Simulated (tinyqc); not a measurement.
From one set of inputs to another, one input at a time: equilibrium crystal shape, supported particles, Gibbs-Thomson effect and coarsening. Computed by tinyqc, a small Python program. Command: `OMP_NUM_THREADS=1 python tinyqc.py 3019005 3019006 out.jsonl wulff ladder`. One thread of a shared host (Intel(R) Xeon(R) Processor @ 2.30GHz), about 0.1 s of CPU time with the checks.

A cubic crystal bounded by {100}, {110} and {111} facets only.

The inputs printed are set A. Inputs not listed in the table keep their values of set A, so the rows need not describe a real material.

Inputs (values chosen for the exercise, for a model metal):
```
quantity                                value      unit
lattice constant a                       4.22  angstrom
first-neighbour bond energy e1          0.286        eV
second-neighbour bond energy e2         0.043        eV
temperature T                            1025         K
precipitate interface energy gamma_i     0.25     J/m^2
solubility x_inf at a flat interface  0.00015         -
diffusivity D                         9.9e-17     m^2/s
mean radius at the start r0               3.4        nm
time t                                    680         s
```

Surface energies: broken bonds, fcc.

Constants: 1 eV/angstrom^2 = 16.02176634 J/m^2; k_B = 1.380649e-23 J/K.

Method. A cut with normal n breaks sum_R |R.n|/(2 Omega) bonds per area (R over all neighbours of a shell) and makes two surfaces: gamma = sum over shells e_s sum_R |R.n|/(4 Omega). fcc: 12 neighbours a/2 (1,1,0), 6 at a (1,0,0), Omega = a^3/4. Spherical precipitates of nearly pure solute with atomic volume Omega: x(r) = x_inf exp(l/r), l = 2 gamma_i Omega/(k_B T). Diffusion-limited coarsening at small volume fraction (Lifshitz-Slyozov-Wagner): r^3 = r0^3 + K t, K = (4/9) D x_inf l; the number density falls as (r0/r)^3. The steady size distribution is assumed from the start, and D and x_inf are inputs that do not follow T.

Each row keeps all changes above it:
```
input moved                                      from       to  mean radius at t (nm)  capillary length l (nm)  number density over its start
set A                                               -        -                 3.4838                   0.6638                        0.92954
lattice constant a (angstrom)                    4.22     3.89                 3.4660                   0.5199                        0.94396
mean radius at the start r0 (nm)                  3.4      2.9                 2.9897                   0.5199                        0.91268
temperature T (K)                                1025      500                 3.0784                   1.0659                        0.83602
precipitate interface energy gamma_i (J/m^2)     0.25     0.15                 3.0096                   0.6395                        0.89471
first-neighbour bond energy e1 (eV)             0.286    0.239                 3.0096                   0.6395                        0.89471
solubility x_inf at a flat interface          0.00015  0.00016                 3.0166                   0.6395                        0.88847
diffusivity D (m^2/s)                         9.9e-17  5.8e-15                 5.8844                   0.6395                        0.11970
```

Mean radius at t goes from 3.48 to 5.88, a factor 1.69 in all. The largest single move comes from diffusivity D (a factor 1.95), and mean radius at the start r0 works against it (a factor 0.863). Capillary length l goes from 0.664 to 0.640, a factor 0.963 in all. The largest single move comes from temperature T (a factor 2.05), but it runs against the net change; the largest move in the direction of the net change is precipitate interface energy gamma_i (a factor 0.600). Number density over its start goes from 0.930 to 0.120, a factor 0.129 in all. The largest single move comes from diffusivity D (a factor 0.135). The single moves hold for this order of the switches; the total does not depend on the order.

Caution (rows temperature T): l is not small against r0, so the linearised Gibbs-Thomson law behind the coarsening rate is rough.

Extremes, crossings and ranges named in words are read from the listed rows.
